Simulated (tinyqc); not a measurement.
## Thermionic emission over a Gaussian spread of barriers: effect of temperature

Metal on an n-type semiconductor with one parabolic valley; V > 0 is forward bias (metal positive). Patches of barrier height b are spread as a Gaussian with mean phi - r2 V and variance sg^2 + r3 V; each carries A* T^2 exp(-b/Vt) [exp(V/Vt) - 1].

A* = 4 pi q me m0 kB^2/h^3 (times 1e-4 for A/(cm^2 K^2)). The mean of exp(-b/Vt) gives the apparent barrier phi_ap(V) = phi - r2 V - (sg^2 + r3 V)/(2 Vt), J = A* T^2 exp(-phi_ap/Vt) [exp(V/Vt) - 1], and 1/n = 1 + r2 + r3/(2 Vt). J0 = A* T^2 exp(-phi_ap(0)/Vt); the current at zero bias is centred on b = phi - sg^2/Vt.

Inputs (values chosen for the exercise); band and dielectric values close to those of gallium arsenide:
```
symbol,value,unit,meaning
me,0.0673,m0,electron mass
phi,0.64,eV,barrier height seen from the metal
sg,0.033,eV,standard deviation of the barrier heights
r2,-0.021,,"shift of the mean barrier per volt, with its sign reversed (rho2)"
r3,-0.0009,V,change of sg^2 per volt (rho3)
```

Constants: q = 1.602176634e-19 C, kB = 1.380649e-23 J/K, h = 6.62607015e-34 J s, m0 = 9.1093837015e-31 kg, Vt = kB T/q. Results are converted to the units shown.

Results:
```
T (K)  phi_ap(0) (eV)      n  J0 (A/cm^2)  barrier that carries most current (eV)
100            0.5768  1.079    6.882e-25                                  0.5136
140            0.5949  1.062    6.107e-17                                  0.5497
180            0.6049  1.053    3.034e-12                                  0.5698
260            0.6157  1.043     6.357e-7                                  0.5914
300            0.6189  1.040     2.913e-5                                  0.5979
350            0.6219  1.037     0.001097                                  0.6039
400            0.6242  1.035      0.01767                                  0.6084
```

Estimate the missing row, T = 220 K.

Computed row:
```
T (K)  phi_ap(0) (eV)      n  J0 (A/cm^2)  barrier that carries most current (eV)
220            0.6113  1.047     3.885e-9                                  0.5826
```

With this row back in the table: The apparent barrier rises from 0.577 to 0.624 eV and n falls from 1.08 to 1.04. A Richardson plot, ln(J0/T^2) against 1/Vt, has the slope -0.532 eV between the first two rows and -0.606 eV between the last two, against phi = 0.64 eV: the plot bends, because cold electrons seek the low patches. In 1 of the 8 rows sg exceeds 3 Vt, so the current comes from more than three deviations below the mean, a tiny share of the area that a Gaussian of independent patches describes poorly.

Program tinyqc, `OMP_NUM_THREADS=1 python tinyqc.py 2640171 2640172 out.jsonl`; Intel Xeon 2.30GHz, shared host, one thread, about 0.01 s.
